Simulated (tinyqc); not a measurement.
Resistance of a tapered via with liner, size effect and interface: two fill metals against the diameter.

A round via whose diameter grows from db at the bottom as D(z) = db + 2 z/tan(ang). The fill, of diameter D - 2 tl, starts above the bottom liner (thickness fb tl) and has rho = rho0 (1 + ks lam/(D - 2 tl)); the sidewall liner conducts in parallel with it. The bottom liner and the interface are crossed over the full area pi db^2/4. Spreading in the lines above and below is left out.

Slices between z0 = fb tl and hv, evaluated at their midpoints: conductance per length pi/4 [(D - 2 tl)^2/rho + (D^2 - (D - 2 tl)^2)/rl], slice resistance = slice height over that. 2000 slices. R_fill = sum of the slices; R_bottom = rl fb tl/(pi db^2/4); R_interface = ri/(pi db^2/4). The second fill has rho2, lam2 and tl2 in place of rho0, lam and tl.

Parameters, values chosen for the exercise; fill metal close to molybdenum:

| symbol | value | unit | meaning |
|---|---|---|---|
| hv | 61 | nm | height |
| ang | 88 | degrees | sidewall angle |
| rho0 | 5.27 | uohm cm | bulk resistivity of the fill |
| lam | 11.3 | nm | mean free path of the fill |
| ks | 1.1 |  | size-effect factor |
| tl | 0.4 | nm | liner on the sidewall |
| fb | 0.5 |  | liner at the bottom over that on the sidewall |
| rl | 410 | uohm cm | resistivity of the liner |
| ri | 4e-12 | ohm cm^2 | interface resistivity at the bottom |
| Sb | 1.3e15 | S/m^2 | ballistic conductance per area, about 3/(4 rho0 lam) |
| rho2 | 7.78 | uohm cm | bulk resistivity of the second fill (close to ruthenium) |
| lam2 | 6.63 | nm | its mean free path |
| tl2 | 0.2 | nm | its liner |

Two fill metals against the diameter:
```
db (nm)  R, first fill (ohm)  R, second fill (ohm)  ratio second/first
6                     276.52                248.08             0.89716
8.5                   123.76                119.02             0.96169
12                    56.672                57.671              1.0176
17                    26.081                27.822              1.0667
24                    12.247                13.571              1.1082
35                    5.4293                6.2186              1.1454
49                    2.6579                3.1146              1.1718
70                    1.2590                1.5030              1.1938
100                  0.60145               0.72799              1.2104
```

The ratio goes from 0.897 to 1.21. The two fills give the same R at db = 10.7 nm; below it the second gives the lower R. Ratios within a few per cent of 1 are a tie, given that ballistic terms are left out.

Numbers from tinyqc (`OMP_NUM_THREADS=1 python tinyqc.py 2750104 2750105 out.jsonl`; about 0.01 s on one thread of a shared Intel Xeon 2.30GHz).
